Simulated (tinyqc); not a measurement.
Inside a calculation. Model: quasi-harmonic thermal expansion with mode Grueneisen parameters. Computed by tinyqc, a small Python program that keeps every step. Command: `OMP_NUM_THREADS=1 python tinyqc.py 3000805 3000806 out.jsonl qha walk`. One thread of a shared host (Intel(R) Xeon(R) Processor @ 2.30GHz), about 0.01 s of CPU time with the checks. Intermediate numbers are printed to about 6 digits and carried at full precision; extremes and crossings named in words are read from the listed rows.

A crystal with two atoms a cell; per atom there are 1 transverse acoustic (TA), 1/2 longitudinal acoustic (LA) and 3/2 optical (O) modes. Every frequency of group i scales as nu_i (V/V0)^(-gamma_i). Each group has one frequency. Static energy: E = (9 V0 B0/16) [y^3 B' + y^2 (2 - 4 y)], y = (V0/V)^(2/3) - 1, with pressure P_s = (3 B0/2) (z^7 - z^5) [1 + (3/4)(B' - 4)(z^2 - 1)], z = (V0/V)^(1/3).

Inputs (values chosen for the exercise, modelled on sodium chloride):
```
quantity,value,unit
static volume V0,22.4,angstrom^3/atom
static bulk modulus B0,24.8,GPa
static B',5.11,-
frequency nu_TA,2.47,THz
frequency nu_LA,3.82,THz
frequency nu_O,5.63,THz
Grueneisen parameter gamma_TA,0.98,-
Grueneisen parameter gamma_LA,1.7,-
Grueneisen parameter gamma_O,1.8,-
temperature T,300,K
step factor f,2.3,-
```

Acoustic groups: Einstein.

Constants: h x 1 THz = 4.135667696 meV; k_B = 8.617333262e-05 eV/K; 1 eV/angstrom^3 = 160.2176634 GPa.

## Mode groups at the static volume

For a mode with x = h nu/(k_B T), n = 1/(exp(x) - 1): U = h nu (n + 1/2), C/k_B = x^2 n (n + 1); U_i and C_i sum these over group i with its weight per atom. Phonon pressure P_ph = sum_i gamma_i U_i/V.

Groups:
```
group,h nu_i/(k_B T),U_i (meV),C_i (k_B),gamma_i C_i (k_B)
TA,0.395138,26.1875,0.987090,0.967348
LA,0.611104,13.3258,0.484726,0.824034
O,0.900658,41.3646,1.40259,2.52465
```

phonon pressure at V0 = 0.878149 GPa

## Grueneisen's estimate

gamma_th = sum gamma_i C_i / sum C_i; volume expansion coefficient alpha_V = gamma_th C k_B/(B0 V0); linear coefficient alpha_V/3; first-order volume change P_ph/B0.

heat capacity C at V0 = 2.87440 k_B/atom

gamma_th at V0 = 1.50154

linear expansion, Grueneisen estimate = 35.7559 ppm/K

first-order volume change = 3.54092 %

The O group gives the largest part of the expansion.

## Equilibrium volume by iteration

Start at V0 and step V(new) = V [1 + f (P_s + P_ph)/B0]; stop when |P_s + P_ph| < 1e-8 GPa, after 60 steps, or when V leaves 0.7 to 1.3 V0.

Iterations:
```
step,V (angstrom^3),P_s + P_ph (GPa)
0,22.4000,0.878149
1,24.2243,-0.786978
2,22.4563,0.813797
3,24.1511,-0.734618
4,22.5057,0.758041
5,24.0879,-0.688560
6,22.5497,0.709042
7,24.0325,-0.647552
8,22.5892,0.665480
...,...,...
51,23.5132,-0.232095
52,23.0071,0.232133
53,23.5024,-0.222817
54,23.0167,0.222691
55,23.4921,-0.213951
56,23.0259,0.213681
57,23.4822,-0.205474
58,23.0348,0.205077
59,23.4729,-0.197365
```

converged (1 yes, 0 no) = 0

volume V(T) = 23.0432 angstrom^3/atom

Not converged: the residual wanders without falling. Near the solution each step multiplies the error by about 1 - f B/B0, with f = 2.3.

Reruns still fail with step factor f = 1.0; and with step factor f = 0.6.
